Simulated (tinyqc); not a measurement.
From one set of inputs to another, one input at a time: hydrogenic impurity: series, fields, screening, photoionisation and donor-acceptor pairs. Computed by tinyqc, a small Python program. Command: `OMP_NUM_THREADS=1 python tinyqc.py 3005151 3005152 out.jsonl hydrogenic ladder`. One thread of a shared host (Intel(R) Xeon(R) Processor @ 2.30GHz), about 0.01 s of CPU time with the checks.

One isotropic, parabolic band. Effective units: Ry* and a*, in which H = -nabla^2 - 2/r.

The inputs printed are set A. Set A is modelled on CdS; the values taken over come from a set modelled on germanium. Inputs not listed in the table keep their values of set A, so the rows need not describe a real material.

Inputs (values chosen for the exercise, modelled on CdS): electron mass m = 0.205 m_0; dielectric constant eps = 8.6; donor density N = 6.3e+16 cm^-3.

Parts treated: screening and pairs.

Constants: Ry = 13.605693123 eV; a_0 = 0.529177210903 angstrom; h x 1 THz = 4.135667696 meV.

Method:
- Ry* = Ry m/eps^2, a* = a_0 eps/m; level n is bound by Ry*/n^2; <r> = (3/2) a* in 1s; lines 1s -> np at Ry* (1 - 1/n^2); 1 THz = 4.135667696 meV.
- Wigner-Seitz radius r_s = (3/(4 pi N))^(1/3); Mott criterion N_c^(1/3) a* = 0.26; overlap of two 1s orbitals at distance d: S = exp(-x)(1 + x + x^2/3), x = d/a*, with d = N^(-1/3).
- Thomas-Fermi screening by N free electrons of one valley, taken as a degenerate gas (the hypothesis that all donors are ionised): q a* = sqrt(4 k_F a*/pi), k_F = (3 pi^2 N)^(1/3).
- Screened potential -(2/r) exp(-q r). Basis exp(-zeta r), zeta_k = 0.02 x 1.6^k, k = 0..23: S = 2/s^3, T = zeta_i zeta_j S, V = -2/(s + q)^2 with s = zeta_i + zeta_j; overlap eigenvalues below 1e-11 are dropped.

Each row keeps all changes above it:

| input moved | from | to | Ry* (meV) | Mott density (cm^-3) | screened binding energy (meV) |
|---|---|---|---|---|---|
| set A | - | - | 37.712 | 1.6065e+18 | 8.299 |
| electron mass m (m_0) | 0.205 | 0.224 | 41.207 | 2.0959e+18 | 9.907 |
| donor density N (cm^-3) | 6.3e+16 | 4.7e+16 | 41.207 | 2.0959e+18 | 10.836 |
| dielectric constant eps | 8.6 | 16.6 | 11.060 | 2.9143e+17 | 1.290 |

Which inputs carry the difference?

Ry* goes from 37.7 to 11.1, a factor 0.293 in all. The largest single move comes from dielectric constant eps (a factor 0.268). Mott density goes from 1.61e18 to 2.91e17, a factor 0.181 in all. The largest single move comes from dielectric constant eps (a factor 0.139), and electron mass m works against it (a factor 1.30). Screened binding energy goes from 8.30 to 1.29, a factor 0.155 in all. The largest single move comes from dielectric constant eps (a factor 0.119). The single moves hold for this order of the switches; the total does not depend on the order.

Caution (all rows): well below the Mott density the electrons are bound or non-degenerate, so this screening is formal: it serves to locate the transition, not to give the level.

Extremes, crossings and ranges named in words are read from the listed rows.
